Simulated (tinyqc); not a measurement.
Programming of a floating-gate cell by Fowler-Nordheim tunnelling: one step of the calculation.

Per tunnel area the floating gate has Ctun = 3.9 eps0/tox to the channel (0 V) and Ccg to the control gate, Ct = Ctun/(1 - ag), no other coupling. With the threshold shift U = -Q/Ccg the field is F = ag (Vg - U)/tox, and dU/dt = J/Ccg. Fowler-Nordheim: J = A F^2 exp(-B/F), A = q^2/(16 pi^2 hbar mo phi) (times 1e14 for A/cm^2 with F in V/nm, emitter mass m0), B = (4/3) sqrt(mo/C) phi^1.5, C = hbar^2/(2 m0).

Question. Explicit time steps against the exact solution. U(new) = U + dt J(F(U))/Ccg. Exact: exp(B/F(t)) = exp(B/F(0)) + K t, K = A B ag/(Ccg tox), and U = Vg - tox F/ag.

Values chosen for this exercise; oxide values close to those of silicon dioxide:
- phi = 3.06 eV (tunnel barrier)
- mo = 0.43 m0 (tunnelling mass)
- tox = 6.8 nm (tunnel oxide thickness)
- ag = 0.64 (coupling ratio Ccg/Ct)
- Vt0 = -2.9 V (threshold shift at the start)
- Vg = 8.8 V (control-gate voltage)
- dt = 38 us (time step)
- n = 9 (steps)

Constants: q = 1.602176634e-19 C, hbar = 1.054571817e-34 J s, m0 = 9.1093837015e-31 kg, eps0 = 8.8541878128e-14 F/cm where lengths are in cm, hbar^2/(2 m0) = 0.0380998212 eV nm^2. Results are converted to the units shown.

Find: t; F; J; U by steps; U exact.

Answer.

t, step 0 to 9 (us): [0, 38.00, 76.00, 114.0, 152.0, 190.0, 228.0, 266.0, 304.0, 342.0]
F, step 0 to 9 (V/nm): [1.101, 0.904, 0.903, 0.902, 0.901, 0.900, 0.899, 0.898, 0.897, 0.896]
J, step 0 to 9 (A/cm^2): [0.04968, 2.933e-4, 2.828e-4, 2.729e-4, 2.637e-4, 2.551e-4, 2.470e-4, 2.394e-4, 2.323e-4, 2.255e-4]
U by steps, step 0 to 9 (V): [-2.900, -0.809, -0.797, -0.785, -0.773, -0.762, -0.751, -0.741, -0.731, -0.721]
U exact, step 0 to 9 (V): [-2.900, -2.105, -1.838, -1.678, -1.564, -1.476, -1.404, -1.344, -1.292, -1.246]

Range of the model: Programming fields of 10 MV/cm and more wear the oxide; trapping and the channel potential are ignored.

Numbers from tinyqc (`OMP_NUM_THREADS=1 python tinyqc.py 2130044 2130045 out.jsonl`; about 0.01 s on one thread of a shared Intel Xeon 2.30GHz).
